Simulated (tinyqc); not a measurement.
# Implanted layer, carriers, mobility and sheet resistance with incomplete ionisation: two studies

An n-type layer from the surface x = 0 to the junction xj, N(x) = N0 exp(-(x - Rp)^2/(2 sg^2)). Local neutrality (no depletion at surface or junction, no spilling of carriers), intrinsic carriers neglected, Boltzmann statistics.

Parameters, values chosen for the exercise; values close to those of phosphorus in silicon over a p-type background:
```
symbol    value        unit                                 meaning
T           400           K                             temperature
Nb       7.5e14       cm^-3  background doping of the opposite type
N0       5.2e17       cm^-3             peak chemical concentration
m1         66.7  cm^2/(V s)           mobility limit at high doping
m2         1400  cm^2/(V s)  mobility limit at low doping, at 300 K
Nr       9.1e16       cm^-3    reference doping of the mobility law
am        0.716                        exponent of the mobility law
bt          2.5                          temperature exponent of m2
Ns      3.89e20       cm^-3       solubility limit of active dopant
NB      4.33e19       cm^-3  conduction-band density of states at T
Ei       0.0463          eV   ionisation energy in the dilute limit
gd            2                      degeneracy factor of the level
ks       5.3e-9       eV cm              lowering of Ei per N^(1/3)
sg           25          nm                straggle after annealing
Rp           44          nm                         projected range
```

Constants: q = 1.602176634e-19 C, kB = 1.380649e-23 J/K, Vt = kB T/q. Results are converted to the units shown.

Each table varies one quantity; the others keep the values above.

## Effect of the peak chemical concentration

xj = Rp + sg sqrt(2 ln(N0/Nb)). Active dopant A = min(N, Ns); n solves n (n + Nb)/(A - Nb - n) = K, K = (NB/gd) exp(-E/Vt), E = max(Ei - ks A^(1/3), 0), so n = 2 K (A - Nb)/[Nb + K + sqrt((Nb + K)^2 + 4 K (A - Nb))]; mobility mu = m1 + (m2 (T/300 K)^(-bt) - m1)/(1 + ((A + Nb)/Nr)^am). Dose = integral of N, carrier sheet density = integral of n, 1/Rs = q integral of n mu, mean mobility 1/(q Rs sheet density), Hall mobility (unit Hall factor) = integral of n mu^2 over integral of n mu, Hall sheet density = (integral of n mu)^2/integral of n mu^2; all from 0 to xj. Integrals on 4000 steps.

Result of one run:
columns A: N0 (cm^-3); B: xj (nm); C: dose (cm^-2); D: carriers (cm^-2); E: Rs (ohm/square); F: mean mobility (cm^2/(V s)); G: Rs xj (ohm nm); H: Hall/true sheet density
```
A         B         C         D     E      F        G       H
3e18  145.8  1.806e13  1.451e13  3212  133.9  4.684e5  0.9247
```

What becomes of these results when the peak chemical concentration N0 is changed from 3e18 to 3.4e16 cm^-3, all else the same?

Result of the changed run:
columns A: N0 (cm^-3); B: xj (nm); C: dose (cm^-2); D: carriers (cm^-2); E: Rs (ohm/square); F: mean mobility (cm^2/(V s)); G: Rs xj (ohm nm); H: Hall/true sheet density
```
A           B         C         D        E      F        G       H
3.4e16  113.0  2.041e11  1.948e11  6.307e4  508.0  7.130e6  0.9954
```

The whole series:
columns A: N0 (cm^-3); B: xj (nm); C: dose (cm^-2); D: carriers (cm^-2); E: Rs (ohm/square); F: mean mobility (cm^2/(V s)); G: Rs xj (ohm nm); H: Hall/true sheet density
```
A           B         C         D        E      F        G       H
7.5e15  97.65  4.441e10  3.705e10  2.799e5  601.9  2.733e7  0.9995
1.6e16  105.8  9.566e10  8.755e10  1.266e5  562.9  1.341e7  0.9983
3.4e16  113.0  2.041e11  1.948e11  6.307e4  508.0  7.130e6  0.9954
7.1e16  119.4  4.269e11  4.144e11  3.423e4  440.0  4.088e6  0.9894
1.5e17  125.4  9.026e11  8.777e11  1.961e4  362.7  2.458e6  0.9788
3.2e17  131.0  1.926e12  1.850e12  1.180e4  285.9  1.546e6  0.9635
6.7e17  136.2  4.034e12  3.758e12     7508  221.2  1.022e6  0.9465
1.4e18  141.0  8.429e12  7.430e12     4913  171.0  6.929e5  0.9322
3e18    145.8  1.806e13  1.451e13     3212  133.9  4.684e5  0.9247
```

As N0 goes from 7.5e15 to 3e18, xj rises from 97.6 to 146 nm, Rs falls from 2.80e5 to 3210 ohm/square, the mean mobility falls from 602 to 134 cm^2/(V s) and the share of the dose that conducts goes from 83.4 through a maximum of 97.2 (at N0 = 1.5e17 among the rows listed) to 80.3 %. Rs goes as dose^(-1.03) at the low end and dose^(-0.56) at the high end; constant mobility and activation would give -1.

## Effect of the ionisation energy in the dilute limit

Same model as above.

Integrals on 4000 steps.

The same in every row: xj (nm) = 134.4; dose (cm^-2) = 3.130e12.

Effect of the ionisation energy in the dilute limit:
```
Ei (eV)  carriers (cm^-2)  Rs (ohm/square)  mean mobility (cm^2/(V s))  Rs xj (ohm nm)  Hall/true sheet density
0.01             3.058e12             8458                       241.3         1.137e6                   0.9530
0.05             2.938e12             8780                       242.0         1.180e6                   0.9522
0.09             2.654e12             9658                       243.5         1.298e6                   0.9501
0.13             2.162e12          1.172e4                       246.3         1.575e6                   0.9461
0.17             1.568e12          1.593e4                       250.0         2.141e6                   0.9401
0.21             1.033e12          2.382e4                       253.7         3.203e6                   0.9330
0.25             6.366e11          3.816e4                       256.9         5.130e6                   0.9263
0.29             3.760e11          6.403e4                       259.2         8.607e6                   0.9212
```

What does the table show?

As Ei goes from 0.01 to 0.29, xj stays at 134 nm, Rs rises from 8460 to 64000 ohm/square, the mean mobility rises from 241 to 259 cm^2/(V s) and the share of the dose that conducts falls from 97.7 to 12.0 %.

Program tinyqc, `OMP_NUM_THREADS=1 python tinyqc.py 2110063 2110064 out.jsonl`; Intel Xeon 2.30GHz, shared host, one thread, about 0.01 s.
